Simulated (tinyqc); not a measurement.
Permeation of metal atoms or ions through a thin barrier or dielectric: time lag, field-aided drift and lifetime. Changing the thickness d. Computed by tinyqc, a small Python program. Command: `OMP_NUM_THREADS=1 python tinyqc.py 3020137 3020138 out.jsonl barrier sweep`. One thread of a shared host (Intel(R) Xeon(R) Processor @ 2.30GHz), about 0.03 s of CPU time with the checks.

The film 0 < x < d is empty at first; C = C0 at x = 0 and C = 0 at x = d. dC/dt = D d2C/dx2.

Inputs (values chosen for the exercise, for a model case: neutral metal atoms through a barrier):
```
quantity                                   value    unit
prefactor D0                             4.1e-08  cm^2/s
activation energy E                         1.31      eV
concentration at the source side C0      1.2e+18  1/cm^3
charge number z                                0       -
voltage V (positive drives ions across)        0       V
critical dose Q_c                          6e+11  1/cm^2
test temperature T                           300       C
use temperature T_u                           85       C
```

Constants: k_B = 8.617333262e-05 eV/K.

Method:
- D = D0 exp(-E/(k_B T)); time scale d^2/D; Peclet number P = z V/(k_B T), k_B T in eV; 1 nm = 1e-7 cm.
- Temperatures in kelvin are T(C) + 273.15.
- Steady flux J = (D C0/d) P/(1 - exp(-P)); time lag in units of d^2/D: s_L = [P (1 + exp(-P))/(1 - exp(-P)) - 2]/P^2 (P = 0: J = D C0/d, s_L = 1/6).
- Dose through the film Q(s) = C0 d {f (s - s_L) - 2 exp(P/2) sum_(n=1..200) (-1)^n n^2 pi^2 exp(-l_n s)/l_n^2}, l_n = n^2 pi^2 + P^2/4, f = P/(1 - exp(-P)) the relative flux.
- Solve Q = Q_c for s. At the use temperature D and P take T_u, with the same C0 and V; 1 year = 3.15576e7 s.

One run for each value:
```
thickness d (nm)  failure time at T (s)  time lag (s)  s at the critical dose  steady flux J (1/(cm^2 s))
0.46                         1.8817e+05    2.8417e+03                  11.036                  3.2376e+06
0.70                         2.8860e+05    6.5804e+03                   7.310                  2.1275e+06
1.10                         4.5942e+05    1.6250e+04                   4.712                  1.3539e+06
1.60                         6.7899e+05    3.4379e+04                   3.292                  9.3080e+05
2.50                         1.0911e+06    8.3934e+04                   2.167                  5.9571e+05
3.90                         1.7755e+06    2.0426e+05                   1.449                  3.8187e+05
5.90                         2.8444e+06    4.6748e+05                   1.014                  2.5242e+05
9.00                         4.7126e+06    1.0878e+06                   0.722                  1.6547e+05
14.00                        8.2541e+06    2.6322e+06                   0.523                  1.0638e+05
```

Over the rows, failure time at T (s) rises from 188000 to 8.25e6 (exponent d ln y / d ln x 1.0 between the first rows and 1.3 between the last); time lag (s) rises from 2840 to 2.63e6 (exponent d ln y / d ln x about 2.0 throughout); s at the critical dose falls from 11.0 to 0.523 (exponent d ln y / d ln x -0.98 between the first rows and -0.73 between the last). At the low end the exponent of failure time at T is 1.02, close to 1: steady flow: J scales as 1/d. The exponent of time lag stays at 2: the lag scales as d^2/D, with P independent of d.

Caution (rows 0.460, 0.700, 1.10): a film of a few atomic layers is beyond a continuum description. Caution (all rows): grain boundaries, pinholes, trapping and space charge are left out; thin real barriers usually fail at defects.
